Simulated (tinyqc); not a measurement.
Stress along the channel: six-band hole subbands of a thin body in a field.

Basis X, Y, Z times spin, hole energies counted downwards from the unstrained edge (the hydrostatic shift is left out), c = hbar^2/2m0. For a symmetric tensor T let C(T) have C_XX = L Txx + M (Tyy + Tzz), C_XY = N Txy (cyclic), L = c (g1 + 4 g2), M = c (g1 - 2 g2), N = 6 c g3. k = q + kz n, n the unit normal, q = k1 u + k2 v with u along the channel [1-10] and v = n x u. H = C(k k^T) + (Dso/3)(1 - L.sigma) - B + e F z with (L_k)_ij = -i epsilon_kij; B is the block C built from the traceless strain with 2b, -b and sqrt(3) d in place of L, M, N. Strain: exx = eyy = (s11 + s12) sx/2, ezz = s12 sx, exy = -s44 sx/4. Hard walls at z = 0 and t; basis sin(j pi z/t), j = 1 to Nz: kz^2 = (j pi/t)^2, kz = -i D with D_jl = 4 j l/(t (j^2 - l^2)), z_jj = t/2 and z_jl = -8 t j l/(pi (j^2 - l^2))^2 for j + l odd; 1 MV/cm = 0.01 eV/angstrom.

Nz = 14. E1 is the top subband at q = 0, gap the distance to the next pair, and the masses are c q^2/(E(q) - E1) at |q| = 0.02 1/angstrom (mean of the spin pair) along the channel [1-10] and across it in the plane; a dash marks a band that does not rise.

Constants: hbar^2/2m0 = 3.80998211 eV angstrom^2.

Values chosen for the exercise (near those of a p-type Si channel; not measured data): g1 = 4.27 (Luttinger gamma1); g2 = 0.34 (gamma2); g3 = 1.44 (gamma3); Dso = 0.044 eV (spin-orbit splitting); b = -2.07 eV (tetragonal potential); d = -4.71 eV (trigonal potential); S = (7.83, -2.1, 12.55) 1/TPa (compliances s11, s12, s44); face = 110 (surface); t = 95 angstrom (body thickness); F = 0.2 MV/cm (field across the body).

Each row has its own sx.

Results:

| sx (GPa) | E1 (meV) | gap (meV) | m channel | m across |
|---|---|---|---|---|
| -3.0 | -55.8 | 28.8 | 0.114 | 0.279 |
| -2.0 | -20.2 | 28.8 | 0.114 | 0.279 |
| -1.0 | 15.2 | 28.8 | 0.115 | 0.280 |
| -0.5 | 32.7 | 28.7 | 0.116 | 0.280 |
| 0.0 | 49.9 | 28.2 | 0.118 | 0.282 |
| 0.5 | 65.9 | 21.4 | 0.128 | 0.287 |
| 1.0 | 73.3 | 15.3 | 0.227 | 0.295 |

Under 2 GPa of compression the channel mass goes from 0.118 to 0.114 m0, the mass across from 0.282 to 0.279; the gap to the next subband is 29, 28 and 15 meV at -2, 0 and +1 GPa. The lightest channel mass of the table, 0.114 m0, is at -3.0 and -2.0 GPa. Compression changes the channel mass little here, since confinement on this face has already singled out the orbital that the stress favours.

tinyqc: `OMP_NUM_THREADS=1 python tinyqc.py 1282142 1282143 out.jsonl`; about 0.4 s, one thread, shared Intel(R) Xeon(R) Processor @ 2.30GHz.
